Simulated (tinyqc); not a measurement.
# Small-signal admittance of a forward-biased p+-n diode, step by step

Numbers from tinyqc (`OMP_NUM_THREADS=1 python tinyqc.py 2890123 2890124 out.jsonl`; about 0.01 s on one thread of a shared Intel Xeon 2.30GHz). Printed values are rounded.

Holes injected into a neutral base of width wb with an ohmic contact at its end; low injection, p0 far above the equilibrium density. A small voltage v exp(i w t), w = 2 pi f, modulates the edge density by p0 v/Vt, and the small-signal density obeys Dp d2p/dx2 = (1/tau + i w) p.

Parameters, values chosen for the exercise; permittivity close to that of germanium:
- T = 300 K (temperature)
- eps_r = 16 (relative permittivity)
- Nd = 1.1e15 cm^-3 (donor density of the base)
- Dp = 25 cm^2/s (hole diffusion coefficient)
- tau = 3e-8 s (hole lifetime)
- wb = 5.2 um (width of the neutral base)
- p0 = 4.8e11 cm^-3 (excess hole density at the junction edge)
- Na = 1e19 cm^-3 (acceptor density of the p+ side)
- f = 2.4e7 Hz (signal frequency)

Constants: q = 1.602176634e-19 C, kB = 1.380649e-23 J/K, Vt = kB T/q, eps0 = 8.8541878128e-14 F/cm where lengths are in cm. Results are converted to the units shown.

## Closed-form admittance

L = sqrt(Dp tau); direct current J = (q Dp p0/L) coth(wb/L); k = sqrt(1 + i w tau)/L; diffusion admittance Y = (q Dp p0/Vt) k coth(k wb) = G + i w C_diff; junction capacitance C_j = sqrt(q eps0 eps_r Nd/(2 Vr)) in the depletion approximation, with the remaining barrier Vr = Vt ln(Na/p0), a rough value under forward bias; base-width modulation is left out.

L = 8.660254 um
J = 0.004131342 A/cm^2
k wb = 1.007700+0.809275i
Y = 0.1672757+0.0730891i S/cm^2
C_diff = 4.846870e-4 uF/cm^2
C_j = 0.01692767 uF/cm^2

G is 1.05 times its low-frequency value J/Vt, and C_diff is 0.0286 times C_j.

## The same by finite differences

9 equal intervals, h = wb/9; u = small-signal density over its edge value, u_0 = 1, u_9 = 0; u_(i-1) + b u_i + u_(i+1) = 0 with b = -2 - h^2 (1/tau + i w)/Dp; Y = (q Dp p0/(Vt h)) (-b/2 - u_1), which includes the half box at the edge.

b = -2.004451-0.020136i
u, node 1 to 8: 0.8722838-0.0471340i  0.7493993-0.0769135i  0.6313991-0.0919455i  0.5180607-0.0946729i  0.4089345-0.0873901i  0.3033882-0.0722619i  0.2006474-0.0513463i  0.0998335-0.0266190i
Y on the mesh = 0.1672573+0.0736288i S/cm^2

Against the closed form the real part is 0.011 % below it and the imaginary part 0.74 % above it; |k h| = 0.14.
